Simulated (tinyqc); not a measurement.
What moves the results: linear model of a band gap against the share of exact exchange. A value that a table varies takes the place of the one given here.

E(alpha) = E0 + S alpha. A wider gap screens less, modelled in the Penn form eps(alpha) = 1 + (e0 - 1)(EP/(EP + S alpha))^2 with a scale EP chosen for the exercise. A dielectric-dependent hybrid takes alpha = 1/eps.

Inputs chosen for the exercise (of the order of those of SiC; shifted at random, so the results belong to these values and not to a real crystal): E0 = 2.24 eV (gap of the semi-local functional); S = 6.01 eV (slope dE/d(alpha)); e0 = 7.26 (optical dielectric constant at alpha = 0); EP = 19.5 eV (energy scale of the screening); Et = 3.22 eV (target gap).

## Sweep of alpha

Also the exciton scale relative to alpha = 0, (m/m(0))(eps(0)/eps)^2, with a mass proportional to E + D, D = E0/2 + 0.3 eV, a k.p rule for direct gaps only.

Results:
```
alpha  E (eV)    eps  alpha eps  exciton scale
0.00    2.240  7.260      0.000           1.00
0.05    2.541  7.071      0.354           1.14
0.10    2.841  6.891      0.689           1.29
0.15    3.142  6.719      1.008           1.46
0.20    3.442  6.554      1.311           1.63
0.25    3.743  6.396      1.599           1.82
0.35    4.343  6.100      2.135           2.23
0.50    5.245  5.700      2.850           2.95
```

alpha eps reaches 1 between alpha = 0.1 and 0.15 (fixed point 0.149), and the target gap is met between 0.15 and 0.2. At the fixed point the gap is 3.13 eV, -0.09 eV from the target. From 0 to 0.25 the gap grows by 1.50 eV while eps falls by 12 %; the exciton scale, which takes both, grows by a factor of 1.82 (formal for an indirect gap).

## What each parameter does

Fixed point alpha = 1/eps(alpha), gap and eps there. Each row changes one parameter from the base and keeps the others.

Results:
```
case            alpha  E (eV)    eps
base           0.1487   3.134  6.723
E0 = 2.016 eV  0.1487   2.910  6.723
S = 5.409 eV   0.1475   3.038  6.777
e0 = 6.534     0.1665   3.240  6.007
EP = 17.55 eV  0.1501   3.142  6.663
```

The largest shifts from the base row, up to three for each result and ties (the steps differ in size, so this ranks the rows, not the parameters). alpha: e0 +0.0177, EP +0.0013, S -0.0012; unchanged at the printed digits by E0. E (eV): E0 -0.224, e0 +0.107, S -0.096. eps: e0 -0.716, EP -0.060, S +0.054; unchanged at the printed digits by E0.

Run: tinyqc, `OMP_NUM_THREADS=1 python tinyqc.py 1850369 1850370 out.jsonl`; Intel(R) Xeon(R) Processor @ 2.30GHz, one thread, shared host; about 0.01 s of CPU time with all checks.
